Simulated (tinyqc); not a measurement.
Raising U: Hubbard chain of 4 sites, mean field against exact. Computed by the program tinyqc. 

one-body matrix (hopping and site energies) (eV):
```
         1        2        3        4
1   0.0000  -1.6000   0.0000   0.0000
2  -1.6000   0.0000  -1.6000   0.0000
3   0.0000  -1.6000   0.0000  -1.6000
4   0.0000   0.0000  -1.6000   0.0000
```

electrons, up and down: 2  1

Collinear unrestricted mean field (the lowest of 40 random starts) against exact diagonalisation.

Exact and mean-field results (eV):
```
U            U/t    E exact  E mean field  mean |n_up - n_down|  double occupancy, exact  first gap in the sector
0.8000    0.5000  -5.789097     -5.770199                0.2500                   0.1110                   1.5760
1.6000    1.0000  -5.455847     -5.381834                0.2500                   0.0974                   1.5135
3.2000    2.0000  -4.911257     -4.641341                0.2500                   0.0736                   1.3376
4.8000    3.0000  -4.502852     -3.996457                0.3772                   0.0550                   1.1571
6.4000    4.0000  -4.197015     -3.506126                0.4977                   0.0414                   1.0003
9.6000    6.0000  -3.786468     -2.910932                0.6262                   0.0246                   0.7672
12.8000   8.0000  -3.532908     -2.683338                0.7278                   0.0159                   0.6131
19.2000  12.0000  -3.245415     -2.540599                0.7408                   0.0079                   0.4315
32.0000  20.0000  -2.993232     -2.428968                0.7468                   0.0031                   0.2677
```

In absolute terms mean field is worst at U/t = 6.0, 0.876 eV too high: at small U it is nearly exact, and at large U it still misses the motion of the hole through a fluctuating spin background. Relative to the exact energy its error is 0.3 % at the smallest U, 24 % at most and 19 % at the largest. The double occupancy falls from 0.111 to 0.003.
